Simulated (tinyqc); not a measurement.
# Vertical double-diffused power MOSFET, components of the on-resistance: what changes with what

Stripe cells of pitch Wp + a, two channels a cell. Current flows through the channels, spreads in the accumulation layer, passes the gap between the p bodies and spreads at 45 degrees into the drift layer below them. Low drain voltage, full ionisation.

Inputs (values chosen for the exercise); bulk values close to those of 4H silicon carbide: temperature T = 300 K; relative permittivity eps_r = 9.77; critical-field constant Kc = 23100 V/cm per (cm^-3)^(1/8); rated breakdown voltage of the drift layer BV = 1700 V; drift mobility at 300 K mud = 840 cm^2/(V s); temperature exponent of the drift mobility bt = 2.5; gate oxide thickness (eps_r 3.9) tox = 31 nm; gate overdrive Vov = 7 V; channel mobility mch = 38 cm^2/(V s); accumulation-layer mobility mac = 73 cm^2/(V s); channel length Lc = 0.7 um; width of the p body in one cell, channels included Wp = 2.5 um; gap between neighbouring p bodies a = 3.6 um; depth of the p body xp = 1.8 um; doping of the gap over the drift doping Nj = 5; built-in voltage of the body junction Vbi = 2.96 V; substrate and contact resistance Rs = 0.29 mohm cm^2.

Constants: q = 1.602176634e-19 C, eps0 = 8.8541878128e-14 F/cm where lengths are in cm. Results are converted to the units shown.

Each table varies one quantity; the others keep the values above.

## On-resistance against the channel mobility

Triangular field at breakdown with Ec = Kc N^(1/8): BV = eps0 eps_r Ec^2/(2 q N), so N = (eps0 eps_r Kc^2/(2 q BV))^(4/3); W = 2 BV/Ec; mu = mud (T/300 K)^(-bt); rho = 1/(q mu N); ideal resistance rho W. Pitch p = Wp + a, Cox = 3.9 eps0/tox; zero-bias depletion in the gap w0 = sqrt(2 eps0 eps_r Vbi/(q N Nj)), open gap g = a - 2 w0; R_ch = Lc p/(2 mch Cox Vov); R_acc = 0.6 a p/(4 mac Cox Vov), 0.6 being an empirical factor for current leaving the layer along its length; R_gap = (rho/Nj) xp p/g; spreading depth t = min(W, (p - g)/2); R_drift = (rho p/2) ln((g + 2 t)/g) + rho (W - t); R_on = the sum with Rs.

The same in every row: R_acc (mohm cm^2) = 0.5787; R_gap (mohm cm^2) = 0.06704; R_drift (mohm cm^2) = 1.457; ideal (mohm cm^2) = 1.402.

On-resistance against the channel mobility:
```
mch (cm^2/(V s))	R_ch (mohm cm^2)	R_on (mohm cm^2)	largest term
5	5.476	7.869	channel
10	2.738	5.131	channel
20	1.369	3.762	drift
40	0.6845	3.078	drift
70	0.3912	2.784	drift
100	0.2738	2.667	drift
300	0.09127	2.484	drift
500	0.05476	2.448	drift
```

R_on falls from 7.87 to 2.45 mohm cm^2. The channel term is the largest at mch = 5, the drift term from 20 on. R_on is 5.61 times the ideal drift resistance in the first row and 1.75 times in the last.

## On-resistance against the doping of the gap over the drift doping

Same model as above.

The same in every row: R_ch (mohm cm^2) = 0.72055; R_acc (mohm cm^2) = 0.57870; ideal (mohm cm^2) = 1.4020.

On-resistance against the doping of the gap over the drift doping:
```
Nj	R_gap (mohm cm^2)	R_drift (mohm cm^2)	R_on (mohm cm^2)	largest term
1	0.43531	1.4988	3.5234	drift
1.5	0.26403	1.4828	3.3361	drift
2	0.18792	1.4744	3.2516	drift
3	0.11813	1.4654	3.1728	drift
5	0.067041	1.4573	3.1136	drift
8	0.040329	1.4520	3.0816	drift
12	0.026205	1.4485	3.0640	drift
```

What does the comparison show?

R_on falls from 3.52 to 3.06 mohm cm^2. The drift term is the largest at Nj = 1 and in all other rows. R_on is 2.51 times the ideal drift resistance in the first row and 2.19 times in the last.

Computed by the program tinyqc: `OMP_NUM_THREADS=1 python tinyqc.py 2230058 2230059 out.jsonl`, one thread of a shared Intel Xeon 2.30GHz, about 0.01 s for the whole run.
